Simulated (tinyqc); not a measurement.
# Thickness from two neighbouring fringes

Question. At normal incidence a transparent film with an index between those of air and substrate, taken as constant, has reflectance minima at 2 n1 d = (m + 1/2) lam (small phase shifts at the substrate neglected). Find d and the order m of the shorter wavelength.

Parameters, values chosen for the exercise: index of the transparent film n1 = 1.449.

wavelengths of two neighbouring reflectance minima (nm): [438, 505.38462]

Solution. Neighbouring orders differ by one: 2 n1 d (1/lam1 - 1/lam2) = 1.

d = 1.13e3 nm
m = 7

tinyqc, about 0.4 s, one thread, Intel Xeon 2.30GHz (shared host): `OMP_NUM_THREADS=1 python tinyqc.py 2870195 2870196 out.jsonl`
